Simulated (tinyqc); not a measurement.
Access strength from the read disturbance.

Question. Transistor (EKV form, voltages against the body): I = 2 n b Vt^2 [F(vp - Vs) - F(vp - Vd)] from drain to source, F(v) = ln^2(1 + exp(v/(2 Vt))), vp = (Vg - VT + sg |Vd - Vs|)/n. n-channel bodies are at 0; for the p-channel device all voltages are counted down from Vdd. b in uA/V^2 gives I in uA. In an SRAM read the low node Q obeys In(gate QB, drain Q) = Ip(gate QB, drain Q) + Ia, where the access transistor (threshold VTn) has its gate and drain at Vdd and its source at Q. Find Ia, ba and the cell ratio bn/ba.

Inputs (values chosen for the exercise): temperature T = 325 K; supply voltage Vdd = 0.5 V; slope factor n = 1.11; drain-induced barrier lowering sg = 0.113; n-channel threshold VTn = 0.43 V; p-channel threshold (magnitude) VTp = 0.29 V; gain factor of the pull-down transistor bn = 610 uA/V^2; gain factor of the pull-up transistor bp = 250 uA/V^2.

Constants: q = 1.602176634e-19 C, kB = 1.380649e-23 J/K, Vt = kB T/q. Results are converted to the units shown.

Q and QB in the read (V): [0.045883467, 0.49999929]

Solution. The node equation gives Ia, which is proportional to ba.

Ia = 1.422 uA
ba = 410.0 uA/V^2
cell ratio = 1.488

Computed by the program tinyqc: `OMP_NUM_THREADS=1 python tinyqc.py 2340154 2340155 out.jsonl`, one thread of a shared Intel Xeon 2.30GHz, about 0.2 s for the whole run.
